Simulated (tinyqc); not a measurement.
# Physical sputtering: collision-cascade yield, angular dependence, faceting and resputtering in deposition, step by step

A worked calculation. Computed by tinyqc, a small Python program that keeps every step. Command: `OMP_NUM_THREADS=1 python tinyqc.py 3022987 3022988 out.jsonl sputter walk`. One thread of a shared host (Intel(R) Xeon(R) Processor @ 2.30GHz), about 0.01 s of CPU time with the checks. Intermediate numbers are printed to about 7 digits and carried at full precision; extremes and crossings named in words are read from the listed rows.

Ions start collision cascades; atoms that reach the surface with more than U leave. The target is amorphous or fine-grained.

Inputs (values chosen for the exercise, modelled on argon ions on germanium):

| quantity | value | unit |
|---|---|---|
| ion Z1 | 18 | - |
| ion mass M1 | 39.95 | u |
| target Z2 | 32 | - |
| target mass M2 | 72.6 | u |
| surface binding energy U | 3.85 | eV |
| target density N | 44.2 | 1/nm^3 |
| fit factor Q | 0.55 | - |
| ion energy E | 140 | eV |
| current density J | 0.89 | mA/cm^2 |
| angular exponent f | 1.5 | - |
| angle of the largest yield | 70 | degrees |
| angle of incidence | 40 | degrees |
| deposition rate over sputter rate on a flat surface, D/S | 2.7 | - |

Constants: e = 1.602176634e-19 C.

## Yield at normal incidence

gamma = 4 M1 M2/(M1 + M2)^2; threshold E_th = 6.7 U/gamma for M1 >= M2, else U (1 + 5.7 M1/M2)/gamma. eps = 0.03255 M2 E/(Z1 Z2 (M1 + M2) z), z = (Z1^(2/3) + Z2^(2/3))^(1/2), E in eV; s_n = 3.441 sqrt(eps) ln(eps + 2.718)/(1 + 6.355 sqrt(eps) + eps (6.882 sqrt(eps) - 1.708)); S_n = 84.78 Z1 Z2 M1 s_n/((M1 + M2) z) in eV angstrom^2; alpha = 0.249 (M2/M1)^0.56 + 0.0035 (M2/M1)^1.5 for M1 <= M2, else 0.0875 (M2/M1)^(-0.15) + 0.165 M2/M1; Y0 = 0.042 Q alpha S_n/U [1 - sqrt(E_th/E)]^2.5 (the electronic-loss factor of the full formula is dropped). Erosion rate = Y0 J/(e N); 1 cm^2 = 1e14 nm^2.

energy transfer factor gamma = 0.9158459

threshold E_th = 17.38917 eV

reduced energy eps = 0.001239632

nuclear stopping S_n = 417.6084 eV angstrom^2

alpha = 0.3564903

yield Y0 = 0.3014267 atoms per ion

erosion rate = 22.72952 nm/min

The threshold factor is 0.337; the energy cost is 464 eV per removed atom, 121 times U.

## Oblique incidence

Angular law: Y/Y0 = t^f exp(-f cos(a_opt)(t - 1)), t = 1/cos(angle), largest at a_opt. A plane tilted by the angle recedes along the beam at a speed proportional to Y(angle), and along its own normal as Y cos(angle).

Y/Y0 at the angle = 1.275183

yield at the angle = 0.3843741 atoms per ion

normal speed relative to a flat surface = 0.9768466

largest Y/Y0 = 1.863318

## Deposition with resputtering

With a directional flux, net growth along the beam is D - S Y(angle)/Y0. Slopes where Y/Y0 exceeds D/S are etched: solve Y/Y0 = D/S below a_opt, if the largest Y/Y0 exceeds D/S. The normal speed is largest where f (1 - cos(a_opt)/cos(angle)) = 1, cos(angle) = f cos(a_opt)/(f - 1), or at angle 0 if this exceeds 1.

Angle of zero net growth: none: every slope grows

angle of the largest normal speed = 0 degrees

Deposition outweighs sputtering at every angle, so no slope is cut back.

## Yield over energy

The formulas are those given above.

Normal incidence:

| E (eV) | eps | S_n (eV angstrom^2) | Y0 | Y0 per keV |
|---|---|---|---|---|
| 50 | 4.427258e-04 | 269.074 | 0.062050 | 1.240996 |
| 100 | 8.854516e-04 | 363.047 | 0.201524 | 2.015243 |
| 200 | 1.770903e-03 | 482.269 | 0.430693 | 2.153464 |
| 300 | 2.656355e-03 | 564.509 | 0.606487 | 2.021624 |
| 500 | 4.427258e-03 | 681.209 | 0.869735 | 1.739471 |
| 1000 | 8.854516e-03 | 860.892 | 1.293040 | 1.293040 |
| 2000 | 1.770903e-02 | 1059.339 | 1.774023 | 0.887012 |
| 5000 | 4.427258e-02 | 1331.855 | 2.447151 | 0.489430 |
| 10000 | 8.854516e-02 | 1523.037 | 2.928619 | 0.292862 |
| 30000 | 2.656355e-01 | 1713.478 | 3.448402 | 0.114947 |
| 100000 | 8.854516e-01 | 1560.158 | 3.228159 | 0.032282 |

The yield per keV peaks at 200 eV among these rows, 12 times the threshold, the most economical range for removing atoms. Y0 varies as E^1.70 between the first rows and as E^-0.05 at the end; it peaks near 30000 eV, close to the broad maximum of nuclear stopping. Caution: the electronic-loss factor, dropped here, would lower the yields at the highest energies slightly.

Checks made by the program: position of the angular maximum (relative difference below 1e-10).
